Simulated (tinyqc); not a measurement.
Inside a calculation. Method: lattice vibrations of a chain. One step of it, computed by the program tinyqc.

Task: Dynamical matrix at q = 0.38. q is in units of 2 pi/a. A spring k from atom i to atom j, n cells on, adds k to Phi_ii and Phi_jj, -k exp(2 pi i q n) to Phi_ij and the conjugate to Phi_ji (for one atom a cell: 2k (1 - cos 2 pi q n)); D_ij = Phi_ij / sqrt(m_i m_j).

A chain moving along its axis:
```
atom   mass (u)  spring to the next atom (eV/angstrom^2)
1     67.800000                                19.100000
2     25.700000                                 3.600000
3     43.000000                                 8.500000
4      7.300000                                24.200000
```

Give: D(q).

Result:

D(q) (eV/(angstrom^2 u)), lower triangle (Hermitian):
```
                1        2        3       4
1          0.6386
2         -0.4576   0.8833
3          0.0000  -0.1083   0.2814
4  0.7930-0.7446i   0.0000  -0.4798  4.4795
```
